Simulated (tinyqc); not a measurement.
Geometry optimisation on the unrestricted LDA (VWN5)/sto-6g surface (energies and gradients from PySCF), for BeH, spin multiplicity 2, step by step. One step of it, computed by the program tinyqc.

Problem. Step 1: move. Quasi-Newton step p = -H^(-1) g (first H = 0.15 times the unit matrix); steps longer than 0.5 bohr are cut back.

positions at the start (bohr), order 1Be, 2H:
```
[[0.000000, 0.000000, 0.000000],
 [0.000000, 0.000000, 2.517115]]
```

gradient (hartree/bohr), order 1Be, 2H:
```
[[0.00000000, 0.00000000, -0.00334727],
 [0.00000000, 0.00000000, 0.00334666]]
```

Give: positions after step 1.

Solution.

positions after step 1 (bohr), order 1Be, 2H:
```
[[0.0000, 0.0000, 0.0223],
 [0.0000, 0.0000, 2.4948]]
```
